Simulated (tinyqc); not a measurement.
# Floating body of a partially depleted SOI transistor: body voltage and kink: effects of single changes

Source at 0 V. Channel current Ic = 2 nf K Vt^2 [F(0) - F(Vd)](1 + la Vd), F(V) = ln^2(1 + exp((Vg - VT - nf V)/(2 nf Vt))), VT = VT0 - gb Vb. Saturation voltage Vs = 2 Vt sqrt(F(0)) + 3 Vt, excess Ve = (Vd - Vs + sqrt((Vd - Vs)^2 + 0.0004 V^2))/2, multiplication M1 = Ai Ve exp(-Bl/Ve). Each junction passes D(v) = J1 (exp(v/Vt) - 1) + J2 (exp(v/(2 Vt)) - 1). Bipolar current Ib = bb J1 (exp(Vb/Vt) - 1). The body settles where M1 (Ic + Ib) = D(Vb) + D(Vb - Vd) + Vb/Rb; drain current Id = (1 + M1)(Ic + Ib) - D(Vb - Vd).

Parameters, values chosen for the exercise; values of the order met in partially depleted silicon-on-insulator transistors:
- T = 358 K (temperature)
- VT0 = 0.44 V (threshold at zero body voltage)
- gb = 0.13 (fall of the threshold per volt of body voltage)
- nf = 1.48 (slope factor)
- K = 500 uA/(V^2 um) (gain factor per width)
- la = 0.1 1/V (channel-length modulation factor)
- Ai = 3.36 1/V (impact-ionisation prefactor)
- Bl = 7 V (impact-ionisation voltage)
- J1 = 1.4e-10 uA/um (diffusion saturation current of each junction)
- J2 = 1.7e-7 uA/um (recombination saturation current of each junction)
- bb = 0.5 (gain of the lateral bipolar transistor on the diffusion current)
- Rb = 1e9 kohm um (resistance of a weak body tie to the source (1e9 stands for no tie, and the term is then dropped))
- Vg = 0.97 V (gate voltage)
- Vd = 2.1 V (drain voltage)

Constants: q = 1.602176634e-19 C, kB = 1.380649e-23 J/K, Vt = kB T/q. Results are converted to the units shown.

Each table varies one quantity; the others keep the values above.

## Output curve and kink

Rows with more than one solution for Vb (latch) are left out; dId/dVd by a forward difference over 1e-4 V, swing = 1e-4 V over the change of log10 Id; M1 under 1e-12 is printed as 0.

Output curve and kink:
```
Vd (V)  Vb (V)        M1  Id, floating (uA/um)  Id, grounded (uA/um)  ratio  dId/dVd, floating (uS/um)  dId/dVd, grounded (uS/um)
1       0.3896  2.176e-6                 62.68                 52.25  1.200                      39.73                      4.757
1.16    0.5221  5.843e-5                 67.42                 53.01  1.272                      23.09                      4.851
1.32    0.5958  5.222e-4                 70.64                 53.82  1.313                      18.04                      5.275
1.48    0.6459  0.002447                 73.39                 54.74  1.341                      16.81                      6.359
1.64    0.6828  0.007716                 76.17                 55.90  1.363                      18.45                      8.356
1.8     0.7114   0.01877                 79.45                 57.47  1.382                      22.93                      11.38
```

Vb rises from 0.390 to 0.711 V and the ratio of the currents rises from 1.20 to 1.38. The output conductance with a floating body exceeds the grounded value by the largest factor among the rows, 8.35, at Vd = 1 V, where Vb = 0.390 V and M1 = 2.18e-6.

## Transfer curve and swing

Same model as above.

Transfer curve and swing:
columns A: Vg (V); B: Vb (V); C: M1; D: Id, floating (uA/um); E: Id, grounded (uA/um); F: ratio; G: swing, floating (mV/decade); H: swing, grounded (mV/decade)
```
A           B        C         D         E      F      G      H
-0.01  0.3381   0.2060  2.840e-4  1.072e-4  2.650  88.79  105.7
0.09   0.4538   0.2052  0.003572  9.428e-4  3.788  93.74  106.3
0.19   0.5387   0.2027   0.03811  0.008073  4.721  101.5  108.5
0.29   0.6071   0.1958    0.3204   0.06405  5.003  117.4  114.9
0.39   0.6598   0.1815     1.822    0.4237  4.299  153.7  131.6
0.49   0.6960   0.1606     6.450     2.025  3.185  219.7  168.5
0.59   0.7191   0.1373     15.54     6.537  2.377  313.6  232.8
0.69   0.7337   0.1148     29.17     15.18  1.921  425.8  322.3
0.79   0.7429  0.09450     46.95     28.20  1.665  547.5  428.6
```

Vb rises from 0.338 to 0.743 V. The smallest swing among the rows is 88.8 mV a decade with a floating body (at Vg = -0.01 V) and 106 with a grounded one; Vt ln 10 = 71.0. The floating swing is smaller by more than 3 % for Vg = -0.01, 0.09, 0.19 V, where the rising Vb lowers the threshold as Vg rises. In the first row the floating body raises the current by a factor of 2.65.

Range of the model: The multiplication law is an empirical form chosen for the exercise; self-heating and capacitive coupling to the body are left out, and the linear laws are rough once Vb passes about 0.7 V or M1 about 0.1.

Computed by the program tinyqc: `OMP_NUM_THREADS=1 python tinyqc.py 2182079 2182080 out.jsonl`, one thread of a shared Intel Xeon 2.30GHz, about 0.2 s for the whole run.
